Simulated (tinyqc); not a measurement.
Energy against coordination: Tersoff bond-order potential. Computed by tinyqc, a small Python program. Command: `OMP_NUM_THREADS=1 python tinyqc.py 3020932 3020933 out.jsonl tersoff walk`. One thread of a shared host (Intel(R) Xeon(R) Processor @ 2.30GHz), about 0.01 s of CPU time with the checks.

E = (1/2) sum_(i, j != i) [A exp(-lambda r_ij) - b_ij B exp(-mu r_ij)], b_ij = (1 + (beta zeta_ij)^n)^(-1/(2n)), zeta_ij = sum_(k != i, j) g(theta_ijk), g = 1 + c^2/d^2 - c^2/(d^2 + (h - cos theta)^2), with theta at atom i. Only nearest neighbours count (cut-off function 1 for them, 0 beyond).

Inputs (values chosen for the exercise, modelled on carbon): A = 1408.1 eV; B = 339.89 eV; lambda = 3.4879 1/angstrom; mu = 2.2119 1/angstrom; beta = 1.65e-07; n = 0.7229; c = 38510; d = 4.349; h = -0.578.

Method. Angles seen from one bond (cos theta: count): chain -1: 1; graphitic -1/2: 2; diamond -1/3: 3; square net 0: 2, -1: 1; simple cubic 0: 4, -1: 1; bcc 1/3: 3, -1/3: 3, -1: 1; fcc 1/2: 4, 0: 2, -1/2: 4, -1: 1. With z equal bonds of order b, r = ln(lambda A/(mu b B))/(lambda - mu) and E per atom = -(z/2) b B exp(-mu r)(1 - mu/lambda).

Relaxed structures:
```
structure      z        zeta       b  r (angstrom)  E per atom (eV)  E per bond (eV)
dimer          1           0  1.0000        1.4709          -2.4025          -4.8050
chain          2  7.3138e+05  0.8731        1.5772          -3.3155          -3.3155
graphitic      3  5.0430e+04  0.9789        1.4876          -6.7986          -4.5324
diamond        4  7.4215e+05  0.8719        1.5783          -6.6074          -3.3037
square net     4  3.4533e+06  0.7026        1.7475          -3.6616          -1.8308
simple cubic   6  6.1752e+06  0.6162        1.8503          -3.8380          -1.2793
bcc            8  1.1368e+07  0.5198        1.9837          -3.2129          -0.8032
fcc           12  2.1709e+07  0.4192        2.1523          -2.6770          -0.4462
```

What follows from these numbers?

The lowest are graphitic, diamond and simple cubic, the first two 0.191 eV apart. The bond order falls from 1 to 0.419 and the bond weakens from -4.80 to -0.45 eV, as b^(lambda/(lambda - mu)) with exponent 2.73. With the same z = 4 the square net lies 2.95 eV above diamond, from its angles alone. Caution: in bcc and other dense structures second neighbours can fall inside the usual cut-off; they are left out here.

Extremes, crossings and ranges named in words are read from the listed rows.
